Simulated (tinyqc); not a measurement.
# Dead time and true rate from two light levels

Question. A non-paralysable detector measures m = n/(1 + n td); dark counts are negligible. Find td and the true rate at the lower flux.

measured rates at a photon flux and at four times that flux (1/s): [1.8699187e6, 4.7916667e6]

Answer. 1/m = 1/n + td, so the difference of the inverse rates is 3/(4 n).

td = 100.0 ns
n = 2.300e6 1/s

Computed by the program tinyqc: `OMP_NUM_THREADS=1 python tinyqc.py 2630027 2630028 out.jsonl`, one thread of a shared Intel Xeon 2.30GHz, about 0.01 s for the whole run.
